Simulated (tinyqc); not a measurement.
## Frequency dispersion of an accumulation capacitance by border traps, distributed model: capacitance and loss against frequency

Traps spread evenly through the insulator exchange electrons with the semiconductor by tunnelling, with tau(x) = t0 exp(2 ka x) at depth x from the interface. The admittance per area Y seen at depth x obeys dY/dx = -Y^2/(i w eps0 eox) + q Nb ln(1 + i w tau)/tau, with Y(0) = i w Cs and w = 2 pi f; the gate sees Y(tox) = G + i w C. Working variable y = Y/(i w), in uF/cm^2. Cox = eps0 eox/tox.

Cox; trap-free value 1/(1/Cox + 1/Cs); response depth d = ln(1/(w t0))/(2 ka), where w tau = 1; lumped estimate: all traps within d act as C_bt = q Nb d placed at d/2, so C = 1/{1/[1/(1/Cs + d/(2 eps0 eox)) + C_bt] + (tox - d/2)/(eps0 eox)}. C and G from a fine integration; dispersion -d C/d log10 f over C, from f times and over 1.1. For a broad spread of time constants G/w is close to -(pi/2) dC/d ln w.

Parameters, values chosen for the exercise; permittivity close to that of aluminium oxide: relative permittivity of the insulator eox = 8.54; insulator thickness tox = 6.4 nm; semiconductor capacitance in accumulation Cs = 2 uF/cm^2; density of border traps Nb = 6.1e19 cm^-3 eV^-1; decay constant of the wave function in the insulator ka = 6.4 1/nm; time constant of a trap at the interface t0 = 2e-9 s.

Constants: q = 1.602176634e-19 C, eps0 = 8.8541878128e-14 F/cm where lengths are in cm. Results are converted to the units shown.

The same in every row: trap-free C (uF/cm^2) = 0.7427.

Results:
```
f (Hz)  d (nm)  C (uF/cm^2)  G/w (uF/cm^2)  dispersion (% a decade)  -(pi/2) dC/d ln w (uF/cm^2)  lumped C (uF/cm^2)
10       1.241       0.9220        0.01746                    2.774                      0.01744              0.9046
100      1.061       0.8967        0.01706                    2.787                      0.01705              0.8815
1000    0.8816       0.8719        0.01674                    2.812                      0.01673              0.8583
1e5     0.5218       0.8236        0.01634                    2.908                      0.01634              0.8118
1e6     0.3419       0.7997        0.01624                    2.983                      0.01628              0.7882
1e7     0.1620       0.7758        0.01577                    3.079                      0.01629              0.7644
```

Estimate the missing row, f = 10000 Hz.

Computed row:
```
f (Hz)  d (nm)  C (uF/cm^2)  G/w (uF/cm^2)  dispersion (% a decade)  -(pi/2) dC/d ln w (uF/cm^2)  lumped C (uF/cm^2)
10000   0.7017       0.8476        0.01650                    2.852                      0.01649              0.8351
```

With this row back in the table: C falls from 0.9220 to 0.7758 uF/cm^2, towards the trap-free 0.7427; each decade of frequency removes ln 10/(2 ka) = 0.180 nm from the response depth. The dispersion rises from 2.77 to 3.08 % a decade and G/w falls from 0.0175 to 0.0158 uF/cm^2. G/w lies between 0.968 and 1.00 times -(pi/2) dC/d ln w, the relation for a broad spread of time constants.

Computed by the program tinyqc: `OMP_NUM_THREADS=1 python tinyqc.py 2202218 2202219 out.jsonl`, one thread of a shared Intel Xeon 2.30GHz, about 0.6 s for the whole run.
